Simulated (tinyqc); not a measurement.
# Worked calculation: resistance of a circular point contact between the ballistic and the diffusive limit

Numbers from tinyqc (`OMP_NUM_THREADS=1 python tinyqc.py 2760086 2760087 out.jsonl`; about 0.01 s on one thread of a shared Intel Xeon 2.30GHz). Printed values are rounded.

Two half-spaces of a free-electron metal (one valley, spin 2) meet through a circular opening of radius a in an insulating sheet.

Parameters, values chosen for the exercise: free-electron density n = 5.1e20 cm^-3; mean free path l = 2.9 nm; radius of the opening a = 3.9 nm.

Constants: q = 1.602176634e-19 C, hbar = 1.054571817e-34 J s. Results are converted to the units shown.

Range of the model: With kF a below about 10 the smooth Sharvin count is off by about 2/(kF a).

## Fermi wave number and resistivity

kF = (3 pi^2 n)^(1/3), resistivity rho = hbar kF/(n q^2 l). Maxwell: RM = rho/(2 a); Sharvin: RS = 4 rho l/(3 pi a^2); interpolation R = RS + gamma RM, gamma = (1 + 0.83 K)/(1 + 1.33 K), K = l/a.

kF = 2.471707 1/nm
rho = 686.5691 uohm cm
modes (kF a)^2/4 = 23.23076

## Resistances

As before.

RM = 880.2168 ohm
RS = 555.5740 ohm
gamma = 0.8130721
R = 1271.254 ohm

The Sharvin term makes up 43.7 % of R; it equals (h/2q^2) over the number of modes.
